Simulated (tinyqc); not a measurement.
What each parameter does: band edges of strained Si(1-x)Ge(x) on relaxed Si(1-y)Ge(y).

Values are linear in the Ge fraction but for ED(x) = linear - CD x (1 - x) and a(x) = linear - Ca x (1 - x). Energies are on the common scale of Ev.

Coherent growth on a (001) face: e_par = (a(y) - a(x))/a(x), e_perp = -2 (C12/C11) e_par; exx = eyy = e_par, ezz = e_perp, no shear.

A valley with unit axis u lies at Ev + gap + (av + a_valley) tr(e) + Xu (u.e.u - tr(e)/3); the Delta axes are x, y, z and the L axes [111], [1-1-1], [-11-1], [-1-11]. The second-order shift of the Delta valleys under shear is left out; it lowers the pair normal to the sheared plane by tens of meV at a shear of 1 %.

Valence edges: Ev plus the levels of the 6 x 6 matrix of X, Y, Z times spin with -Dso/3 + l exx + m (eyy + ezz) on the diagonal (cyclic), n exy off it, l = av + 2 b, m = av - b, n = sqrt(3) d. Spin-orbit term (Dso/3) L.sigma on X, Y, Z with (L_k)_ij = -i epsilon_kij: <X+|H|Y+> = -i Dso/3, <X+|H|Z-> = Dso/3, <Y+|H|Z-> = -i Dso/3, <Z+|H|X-> = -Dso/3, <Z+|H|Y-> = i Dso/3, <X-|H|Y-> = i Dso/3, and their conjugates; + and - are the spin along z.

Values chosen for the exercise (end members near Si and Ge, in this order; the results hold for these values, not for the real material):
- a = (5.433, 5.66) angstrom (lattice constant)
- Dso = (0.043, 0.289) eV (spin-orbit splitting)
- av = (2.47, 1.25) eV (valence hydrostatic potential)
- b = (-2.11, -2.52) eV (tetragonal shear potential)
- d = (-4.82, -5.27) eV (trigonal shear potential)
- C11 = (163.8, 129.6) GPa
- C12 = (64.4, 48.9) GPa
- C44 = (80.7, 65.8) GPa
- Ev = (0, 0.61) eV (top of the unstrained valence band)
- ED = (1.158, 0.932) eV (gap to the Delta valleys)
- EL = (2.009, 0.752) eV (gap to the L valleys)
- aD = (1.7, 1.32) eV (hydrostatic potential of the Delta gap)
- aL = (-2.99, -3.02) eV (hydrostatic potential of the L gap)
- XuD = (9.23, 9.5) eV (uniaxial potential, Delta)
- XuL = (16.71, 14.7) eV (uniaxial potential, L)
- CD = 0.19 eV (bowing of the Delta gap)
- Ca = 0.025 angstrom (bowing of the lattice constant)
- face = 001 (growth face)
- x = 0.8 (Ge fraction of the layer)
- y = 0.35 (Ge fraction of the relaxed buffer)

dEc = Ec(buffer) - Ec(layer), dEv = Ev(layer) - Ev(buffer); buffer edges Ev(y) and Ev(y) + min(ED, EL).

Results for these values:
```
case  gap (eV)  valence splitting (meV)  dEc (eV)  dEv (eV)
base    0.7326                    101.1   -0.0167    0.3198
```

What happens to each result for av = (2.84, 1.438) eV, all else kept?

Answer: gap does not change at the printed digits; valence splitting does not change at the printed digits; dEc rises from -0.0167 to -0.0116; dEv falls from 0.3198 to 0.3146.

The same for each parameter in turn:
```
case                       gap (eV)  valence splitting (meV)  dEc (eV)  dEv (eV)
base                         0.7326                    101.1   -0.0167    0.3198
x = 0.83                     0.7145                    106.3   -0.0213    0.3424
y = 0.38                     0.7462                     97.7   -0.0175    0.2986
CD = 0.24 eV                 0.7246                    101.1   -0.0201    0.3198
av = (2.84, 1.438) eV        0.7326                    101.1   -0.0116    0.3146
Ev = (0, 0.701) eV           0.7326                    101.1   -0.0577    0.3607
XuD = (10.614, 10.925) eV    0.7172                    101.1   -0.0013    0.3198
Dso = (0.049, 0.332) eV      0.7326                    107.8   -0.0167    0.3198
b = (-2.426, -2.898) eV      0.7207                    108.0   -0.0167    0.3317
```

The lowest valleys of the layer are Delta4, so among the conduction-band potentials only those of that family reach the gap and dEc; the buffer is unstrained. A shift large enough to swap the lowest family would change that.

Computed by tinyqc, a small Python program: `OMP_NUM_THREADS=1 python tinyqc.py 1051404 1051405 out.jsonl` (the numbers bound the seed that draws the inputs); one thread of a shared host (Intel(R) Xeon(R) Processor @ 2.30GHz), about 0.02 s for the whole set of steps.
